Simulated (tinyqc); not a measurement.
# Gap and mass from two generation rates

Problem. In the two-band model the band-to-band tunnelling rate in a uniform field is G = A F^2 exp(-B/F), with B = pi sqrt(m/C) Eg^1.5/4 (V/nm), A = 1e21 (2 q/h) m Eg/(16 pi C B) for G in cm^-3 s^-1 and F in V/nm, C = hbar^2/(2 m0). Find B, A, Eg and m.

Constants: q = 1.602176634e-19 C, hbar = 1.054571817e-34 J s, h = 6.62607015e-34 J s, m0 = 9.1093837015e-31 kg, hbar^2/(2 m0) = 0.0380998212 eV nm^2. Results are converted to the units shown.

G at F = 0.083 and 0.16 V/nm (cm^-3 s^-1): 8.3790940e29  3.3776250e31

Solution. The slope of ln(G/F^2) against 1/F is -B and the intercept gives A. The product A B fixes m Eg, and B = (pi/4) Eg sqrt(m Eg/C) then gives Eg.

B = 0.411 V/nm
A = 1.72e34 cm^-3 s^-1 (V/nm)^-2
Eg = 0.610 eV
m = 0.0460 m0

tinyqc, about 0.02 s, one thread, Intel Xeon 2.30GHz (shared host): `OMP_NUM_THREADS=1 python tinyqc.py 2620151 2620152 out.jsonl`
